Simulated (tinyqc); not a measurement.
Linear model of a band gap against the share of exact exchange, step by step. Values are carried at full precision from step to step, so a last printed digit may differ when a step is redone from the rounded ones.

E(alpha) = E0 + S alpha. A wider gap screens less, modelled in the Penn form eps(alpha) = 1 + (e0 - 1)(EP/(EP + S alpha))^2 with a scale EP chosen for the exercise. A dielectric-dependent hybrid takes alpha = 1/eps.

Inputs chosen for the exercise (of the order of those of AlN; shifted at random, so the results belong to these values and not to a real crystal): E0 = 4.25 eV (gap of the semi-local functional); S = 8.35 eV (slope dE/d(alpha)); e0 = 5.2 (optical dielectric constant at alpha = 0); EP = 22.3 eV (energy scale of the screening); Et = 6.23 eV (target gap); a_start = 0.1 (starting alpha); fv = 0.63 (share of the opening taken by the valence edge); Ed = 2.46 eV (defect level above the semi-local valence top); cd = 0.24 (shift of the level per unit opening, on the scale of the mean potential).

## Fixed shares

Gap, error against the target and eps for alpha = 0, 0.25 and 1/e0; and the alpha that meets the target, (Et - E0)/S.

Results:
```
alpha   E (eV)  E - Et (eV)    eps
0.0000   4.250       -1.980  5.200
0.2500   6.338        0.107  4.512
0.1923   5.856       -0.374  4.655
```

alpha for the target = 0.2371

A quarter of exact exchange overshoots the target by 0.11 eV: the material needs 0.237, and 1/e0 = 0.192 lies further from it than 0.25 does.

## Self-consistent share

Iterate alpha -> 1/eps(alpha) seven times from a_start. The fixed point solves alpha eps(alpha) = 1; the contraction factor there is 2 (eps - 1) S/((EP + S alpha) eps^2).

Iterates:
```
step    alpha     eps  E (eV)
0     0.10000  4.9023  5.0850
1     0.20399  4.6251  5.9533
2     0.21621  4.5944  6.0554
3     0.21765  4.5909  6.0674
4     0.21782  4.5904  6.0688
5     0.21784  4.5904  6.0690
6     0.21785  4.5904  6.0690
7     0.21785  4.5904  6.0690
```

fixed point = 0.21785
contraction factor = 0.1180

The factor is positive, so the iterates approach from one side, the error shrinking to 0.12 of itself each step; the gap is within 0.01 eV of its limit from step 3. Self-consistency moves the gap by +0.213 eV against the one-shot choice 1/e0, since a wider gap screens less.

## Band edges and a deep level

The opening c = S alpha lowers the valence top by fv c and raises the conduction edge by (1 - fv) c, both against the mean potential; the level moves by cd c. Use the fixed point. Compare with stretching the level in proportion to the gap and with pinning it to either edge.

opening c = 1.819 eV

shifts of the valence and conduction edges (eV): [-1.146, 0.673]

level above the valence top = 4.043 eV
level below the conduction edge = 2.026 eV

level above the valence top: stretched, tied to the valence edge, tied to the conduction edge (eV): [3.513, 2.460, 4.279]

The three recipes err by -0.53, -1.58 and +0.24 eV against alignment through the mean potential. With cd = 0.24 the level moves with the conduction edge, by 0.65 times as much as that edge.

## Checks

- Fixed point by bisection against 60 substitutions: both 0.21785.

Run: tinyqc, `OMP_NUM_THREADS=1 python tinyqc.py 1880184 1880185 out.jsonl`; Intel(R) Xeon(R) Processor @ 2.30GHz, one thread, shared host; about 0.01 s of CPU time with all checks.
